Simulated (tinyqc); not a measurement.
Junction field-effect transistor with two gates, gradual channel with velocity saturation: output curve.

A uniformly doped n-type channel, depleted from both sides by p+ gates; at channel potential V the depleted share of a is u = sqrt((Vbi - Vg + V)/Vp), s at the source. Electrons drift with v = mu E/(1 + mu E/vsat). Abrupt depletion edge, no series resistance, source at 0.

ni = sqrt(Nc Nv) exp(-Eg/(2 Vt)), Eg in volts; Vbi = Vt ln(Na Nd/ni^2); Vp = q Nd a^2/(2 eps0 eps_r); G0 = 2 q mu Nd a W/L; Z = mu Vp/(vsat L); s = sqrt((Vbi - Vg)/Vp). I = (G0 Vp/3) F/(1 + Z (u^2 - s^2)), F = 3 (u^2 - s^2) - 2 (u^3 - s^3), with u at V = Vd; Z = 0 gives constant mobility, for which u stops at 1. The current peaks at u = um, the root of (1 - u)(1 + Z (u^2 - s^2)) = Z F/3; beyond Vdsat = Vp (um^2 - s^2) it is held at that value.

Values chosen for this exercise; material values close to those of gallium arsenide: temperature T = 300 K; relative permittivity of the semiconductor eps_r = 12.8; conduction-band density of states at T Nc = 4.37e17 cm^-3; band gap Eg = 1.4 eV; valence-band density of states at T Nv = 8.97e18 cm^-3; donor density of the channel Nd = 4.4e16 cm^-3; half the channel thickness a = 260 nm; low-field mobility at this doping mu = 4900 cm^2/(V s); saturation velocity vsat = 8.4e6 cm/s; gate length L = 0.3 um; gate width W = 100 um; acceptor density of the gates Na = 1.2e18 cm^-3; gate voltage Vg = -0.1 V.

Constants: q = 1.602176634e-19 C, kB = 1.380649e-23 J/K, Vt = kB T/q, eps0 = 8.8541878128e-14 F/cm where lengths are in cm. Results are converted to the units shown.

Output curve:
```
Vd (V)  u (at most 1)  I for Z = 0 (mA)  I (mA)
0.04           0.8243             4.346   2.445
0.14           0.8527             14.01   3.764
0.23           0.8774             21.28   3.891
0.33           0.9041             27.81   3.891
0.43           0.9301             32.77   3.891
0.53           0.9553             36.20   3.891
0.62           0.9774             38.01   3.891
0.72            1.000             38.64   3.891
0.82            1.000             38.64   3.891
```

With constant mobility the current rises from 4.35 to 38.6 mA and saturates at pinch-off, Vd = 0.714 V; with Z = 40.9 it saturates at 0.216 V and 3.89 mA. The two differ by 44 % in the first row and 90 % in the last. In every row the gate is shorter than 2 a, outside the gradual-channel approximation.

Numbers from tinyqc (`OMP_NUM_THREADS=1 python tinyqc.py 2500005 2500006 out.jsonl`; about 0.07 s on one thread of a shared Intel Xeon 2.30GHz).
